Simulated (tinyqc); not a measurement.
Classical nucleation, growth and JMAK kinetics of crystallisation from a melt or glass: one step, computed by the program tinyqc.

A spherical nucleus cap on a flat wall with a sharp interface of isotropic energy gamma; lambda = Omega^(1/3) is the jump distance.

Question. Growth velocity. Driving force per volume: dG = H (T_m - T)/T_m. Growth (Wilson-Frenkel): u = (D/lambda) [1 - exp(-dG Omega/(k_B T))]. D = D0 exp(-Q/(k_B T)).

Inputs (values chosen for the exercise, for a model substance): melting point T_m = 1340 K; heat of melting per volume H = 1370 J/cm^3; interface energy gamma = 0.196 J/m^2; atomic volume Omega = 31.1 angstrom^3; temperature T = 882 K; diffusion prefactor D0 = 2.6e-06 m^2/s; activation energy Q = 2.37 eV; contact angle theta = 135 degrees; wall area per volume S_v = 35000 1/m.

Nucleation: on a flat wall. Driving force: Turnbull (linear).

Constants: k_B = 8.617333262e-05 eV/K; k_B = 1.380649e-23 J/K.

Give: growth velocity u.

Answer.

growth velocity u = 1.655e-10 m/s
